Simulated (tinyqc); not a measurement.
# Thin-body transistor below threshold, two-dimensional Poisson equation on a small mesh: several studies

A thin body on a thick buried insulator of low permittivity, taken as carrying no normal field at the bottom of the body (row 0). Mobile charge is neglected (subthreshold), the body is fully depleted, and potentials are counted from the intrinsic level; rows run upward to the gate, columns from source to drain.

Parameters, values chosen for the exercise; semiconductor permittivity close to that of silicon: temperature T = 400 K; relative permittivity of the semiconductor eps_r = 11.8; relative permittivity of the insulator eox = 3.9; body thickness tb = 6 nm; insulator thickness tox = 2.4 nm; channel length L = 40 nm; acceptor density of the depleted body Na = 0 cm^-3; potential of the source Vbi = 0.55 V; gate offset Vfb = 0.12 V; gate voltage Vg = 0 V; drain voltage Vd = 0.5 V.

Constants: q = 1.602176634e-19 C, kB = 1.380649e-23 J/K, Vt = kB T/q, eps0 = 8.8541878128e-14 F/cm where lengths are in cm. Results are converted to the units shown.

Each table varies one quantity; the others keep the values above.

## Effect of the relative permittivity of the insulator

Mesh: rows i = 0..12 in the semiconductor (step hs = tb/12, row 12 on the interface), then 8 step(s) ho = tox/8 up to the gate row 20; columns j = 0..80 (step hy = L/80). Box integration, divided by eps0: up_i = eps hy/h of the interval above row i, dn_i = that of the interval below (0 for row 0), lat_i = (sum of eps h/2 over the intervals above and below)/hy, s_i = -q Na w_i hy/eps0 with w_i the semiconductor height of the box (hs/2 for row 0 and the interface row, hs between, 0 in the insulator). Each free node obeys (up + dn + 2 lat) psi = up psi(above) + dn psi(below) + lat [psi(left) + psi(right)] + s. Fixed values: gate row Vg - Vfb; column 0 at Vbi and the last column at Vbi + Vd in the semiconductor, each running linearly to Vg - Vfb across the insulator. The system is solved directly. On row 0 the minimum of psi and its place come from a parabola through the three lowest nodes; barrier = Vbi - minimum, swing = Vt ln 10/(d psi/dVg), DIBL = (d psi/dVd)/(d psi/dVg) there. Lambda = pi/k with k the smallest positive root of tan(k tox) tan(k tb) = eox/eps_r.

Results:
```
eox  L/Lambda  barrier (V)  place y/L  swing (mV/decade)  DIBL (mV/V)
3.9     1.677       0.5298     0.4465              95.03        71.29
5.9     1.944       0.5741     0.4541              89.44        46.06
13      2.438       0.6221     0.4635              84.10        21.68
20      2.668       0.6352     0.4667              82.75        15.51
30      2.846       0.6428     0.4688              81.99        12.02
```

Estimate the missing row, eox = 8.8.

Computed row:
```
eox  L/Lambda  barrier (V)  place y/L  swing (mV/decade)  DIBL (mV/V)
8.8     2.201       0.6033     0.4596              86.11        30.88
```

With this row back in the table: As eox goes from 3.9 to 30, the barrier rises from 0.530 to 0.643 V, the swing falls from 95.0 to 82.0 mV a decade and DIBL falls from 71.3 to 12.0 mV/V; the ideal swing is 79.4. L/Lambda goes from 1.7 to 2.8.

## Effect of the insulator thickness

Same model as above.

Effect of the insulator thickness:
```
tox (nm)  L/Lambda  barrier (V)  place y/L  swing (mV/decade)  DIBL (mV/V)
0.96         2.299       0.6133     0.4613              85.03        25.94
1.3          2.098       0.5939     0.4576              87.15        35.64
1.8          1.874       0.5647     0.4524              90.57        51.19
2.5          1.650       0.5241     0.4455              95.80        74.75
3.5          1.429       0.4693     0.4364              103.9        110.8
4.8          1.235       0.4054     0.4249              115.5        160.3
```

What does the table show?

As tox goes from 0.96 to 4.8 nm, the barrier falls from 0.613 to 0.405 V, the swing rises from 85.0 to 115 mV a decade and DIBL rises from 25.9 to 160 mV/V; the ideal swing is 79.4. L/Lambda goes from 2.3 to 1.2.

## Effect of the channel length

Same model as above.

Results:
```
L (nm)  L/Lambda  barrier (V)  place y/L  swing (mV/decade)  DIBL (mV/V)
21        0.8807       0.2130     0.3814              176.5        392.9
26         1.090       0.3288     0.4120              133.4        234.4
32         1.342       0.4353     0.4316              109.8        136.1
47         1.971       0.5812     0.4548              88.60        42.24
57         2.390       0.6240     0.4628              83.90        20.79
69         2.894       0.6491     0.4693              81.37        9.162
83         3.481       0.6617     0.4745              80.15        3.596
```

Estimate the missing row, L = 38 nm.

Computed row:
```
L (nm)  L/Lambda  barrier (V)  place y/L  swing (mV/decade)  DIBL (mV/V)
38         1.594       0.5104     0.4435              97.72        83.31
```

With this row back in the table: As L goes from 21 to 83 nm, the barrier rises from 0.213 to 0.662 V, the swing falls from 176 to 80.2 mV a decade and DIBL falls from 393 to 3.60 mV/V; the ideal swing is 79.4. L/Lambda goes from 0.88 to 3.5. Between the last two rows DIBL decays with a length of 15.0 nm; 2 Lambda/pi is 15.2 nm.

Numbers from tinyqc (`OMP_NUM_THREADS=1 python tinyqc.py 2480074 2480075 out.jsonl`; about 0.1 s on one thread of a shared Intel Xeon 2.30GHz).
